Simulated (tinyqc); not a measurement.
From results to parameters: minimal-basis H2. Computed by the program tinyqc with PySCF.

Problem. For two electrons in the two orbitals of minimal-basis H2, the CIS energies are e2 - e1 - J12 + 2 K12 and e2 - e1 - J12, and E_corr = D - sqrt(D^2 + K12^2) with 2D the energy of the double excitation. Find J12, K12, D, the MP2 energy and the weight of the double excitation.

orbital gap e2 - e1 = 1.57313399 hartree
CIS singlet and triplet energies (hartree): 1.217901  0.875314
FCI correlation energy = -0.01360912 hartree

Solution. Half the singlet-triplet splitting is K12, the gap less the triplet energy is J12, D = (E_corr^2 - K12^2)/(2 E_corr), MP2 is -K12^2/(2 gap), and the weight is c^2/(1 + c^2) with c = E_corr/K12.

J12, K12, D (hartree): 0.698  0.171  1.071
MP2 correlation energy = -0.009326 hartree
weight of the double excitation = 0.006
